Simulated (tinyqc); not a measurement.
From results back to parameters: Wannier function of the lower band of a two-orbital chain. Two cases, with inputs chosen for the exercise.

Problem. A band E(k) = H0 + 2 H1 cos(ka) + 2 H2 cos(2ka) is known at k = 0, pi/2a and pi/a. The values come from hidden hoppings; c = hbar^2/2m0.

Constants: hbar^2/2m0 = 3.80998211 eV angstrom^2.

Case 1.

Values chosen: a = 3.9 angstrom (period).

E (eV): 0 -2.1830, pi/2a -1.5670, pi/a -0.1030

Case 2.

Values chosen: a = 5.6 angstrom (period).

E (eV): 0 -1.6410, pi/2a -1.4430, pi/a -1.0690

Find: H0, H1, H2; m0/m at k = 0.

Solution. H0 = (E0 + 2 E1 + E2)/4, H1 = (E0 - E2)/4, H2 = (E0 - 2 E1 + E2)/8; the curvature at k = 0 gives m0/m = -(H1 + 4 H2) a^2/c.

Case 1.

H0, H1, H2 (eV): -1.355  -0.520  0.106

m0/m at k = 0 = 0.383

Case 2.

H0, H1, H2 (eV): -1.399  -0.143  0.022

m0/m at k = 0 = 0.453

Computed by tinyqc, one run a case: `OMP_NUM_THREADS=1 python tinyqc.py N N+1 out.jsonl` with N = 1451589, 1451633; one thread of a shared Intel(R) Xeon(R) Processor @ 2.30GHz, about 0.2 s a run at most.
